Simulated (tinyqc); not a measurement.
Abrupt p-n junction, non-linear Poisson equation by Newton steps: one step of the calculation.

One dimension, p side on the left, n side on the right; net doping C = -Na for x < 0 and +Nd for x > 0. The potential psi is counted from the intrinsic level, and the quasi-Fermi potentials are flat: 0 for holes and -V for electrons, so n = ni exp((psi + V)/Vt) and p = ni exp(-psi/Vt) (Boltzmann statistics, full ionisation, no current). Under reverse bias this makes the minority densities vanishingly small everywhere; they play no part in the charge.

Task. Newton step. Solve the tridiagonal system a_(i-1) d_(i-1) + b_i d_i + a_i d_(i+1) = -F_i for nodes 1 to 13, with d = 0 on fixed nodes. Each component d is damped to sign(d) Vt ln(1 + |d|/Vt) before it is added.

Values chosen for this exercise: temperature T = 300 K.

Constants: q = 1.602176634e-19 C, kB = 1.380649e-23 J/K, Vt = kB T/q. Results are converted to the units shown.

coupling a_i, interval 0 to 13 (F/cm^2): 3.0391401e-7  3.3072996e-7  3.7482728e-7  4.1189811e-7  4.5710644e-7  5.0881532e-7  5.6224093e-7  6.2471214e-7  3.1498091e-7  1.5995474e-7  7.9750486e-8  4.0595013e-8  2.0557255e-8  1.0316347e-8

```
node  diagonal b (F/cm^2)  residual F (C/cm^2)
1           -1.7993369e-6       -1.2087291e-13
2           -1.7499837e-6       -2.5023368e-12
3           -1.7013604e-6       -3.7986028e-11
4           -1.6332081e-6       -3.8188795e-10
5           -1.5104742e-6         1.8767804e-9
6           -1.2939894e-6         3.6449928e-9
7           -1.2202677e-6       -2.5709514e-10
8           -9.4337521e-7        9.2545696e-10
9           -4.7498346e-7       -3.7046338e-12
10          -2.3970524e-7       -1.0170551e-11
11          -1.2034550e-7       -2.4671310e-11
12          -6.1152275e-8       -4.4609876e-11
13          -1.0145113e-6        -2.1742994e-9
```

psi after iteration 1, node 0 to 14 (V): -0.6217558  -0.6217255  -0.6215912  -0.6210195  -0.6189330  -0.6129018  -0.5924944  -0.5460018  -0.4801225  -0.3502403  -0.1077805  0.3253287  0.9693641  1.4362356  1.4428037

Find: Newton step d, before damping; psi after iteration 2.

Result.

Newton step d, before damping, node 1 to 13 (in units of 1e-3 V): 0.009  0.052  0.240  1.038  4.326  8.222  8.525  9.664  9.098  8.009  5.952  2.518  -2.092
psi after iteration 2, node 0 to 14 (V): -0.622  -0.622  -0.622  -0.621  -0.618  -0.609  -0.585  -0.539  -0.472  -0.342  -0.101  0.331  0.972  1.434  1.443

Program tinyqc, `OMP_NUM_THREADS=1 python tinyqc.py 2000040 2000041 out.jsonl`; Intel Xeon 2.30GHz, shared host, one thread, about 0.02 s.
